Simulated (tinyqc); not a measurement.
Changing the grain-boundary reflection R: size effects in the resistivity of thin metal films and interconnect lines. Computed by tinyqc, a small Python program. Command: `OMP_NUM_THREADS=1 python tinyqc.py 3014968 3014969 out.jsonl size sweep`. One thread of a shared host (Intel(R) Xeon(R) Processor @ 2.30GHz), about 0.01 s of CPU time with the checks.

Electrons lose their drift at surfaces (a share 1 - p of the hits) and at grain boundaries (reflection R), besides bulk scattering. The line sits in a trench with a non-conducting liner on both walls and the bottom; the spacing equals the drawn width.

Inputs (values chosen for the exercise, modelled on copper):
```
quantity,value,unit
bulk resistivity rho_b,1.67,microohm cm
bulk mean free path lambda,42,nm
specularity p,0.2,-
drawn line width w,16,nm
grain size over metal width,1.4,-
aspect ratio (height over width),2.5,-
liner thickness t,1,nm
line length,140,micrometre
permittivity of the dielectric k,2.8,-
```

Geometry: line.

Constants: eps_0 = 8.8541878128e-12 F/m.

Method:
- Metal width w_m = w - 2t, height h_m = (aspect ratio) w - t, grain size D = (ratio) w_m.
- Mayadas-Shatzkes: alpha = (lambda/D) R/(1 - R); rho_b/rho = 1 - 3 alpha/2 + 3 alpha^2 - 3 alpha^3 ln(1 + 1/alpha).
- Fuchs-Sondheimer film: rho_b/rho = 1 - (3/(2 kappa))(1 - p) int_0^1 (s - s^3)(1 - exp(-kappa/s))/(1 - p exp(-kappa/s)) ds, f = rho/rho_b, kappa = thickness/lambda, 80 Gauss-Legendre points.
- Line: the excess of a film of thickness w_m and of a film of thickness h_m are added, rho/rho_b = 1 + (f(w_m) - 1) + (f(h_m) - 1), an estimate that holds best when both sides exceed lambda.
- Total: rho = rho_b [1 + surface excess + grain excess]; resistance per length rho/(w_m h_m); capacitance per length C = 2 k eps_0 (aspect ratio + 1/2), a parallel-plate estimate for two neighbours plus a fixed term for the planes above and below; delay 0.38 R C L^2; effective resistivity per drawn area.

One run for each value:
```
grain-boundary reflection R,resistivity rho (microohm cm),rho/rho_b from grains,alpha
0.05,4.258,1.164,0.1128
0.16,4.944,1.575,0.4082
0.26,5.728,2.044,0.7529
0.37,6.866,2.726,1.2585
0.48,8.477,3.690,1.9780
0.59,10.946,5.169,3.0836
0.80,23.175,12.491,8.5714
```

Give the missing row, grain-boundary reflection R = 0.69.

Computed row:
```
grain-boundary reflection R  resistivity rho (microohm cm)  rho/rho_b from grains   alpha
0.69                                                14.705                  7.420  4.7696
```

Interpolating between the two neighbouring rows (the first column on a logarithmic scale, the others too where they are positive) misses most in rho/rho_b from grains, by 9.7 %. Over the rows, resistivity rho (microohm cm) rises from 4.26 to 23.2 (exponent d ln y / d ln x 0.13 between the first rows and 3.1 between the last); rho/rho_b from grains rises from 1.16 to 12.5 (exponent d ln y / d ln x 0.26 between the first rows and 3.5 between the last); alpha rises from 0.113 to 8.57 (exponent d ln y / d ln x 1.1 between the first rows and 4.0 between the last).

Extremes, crossings and ranges named in words are read from the listed rows.
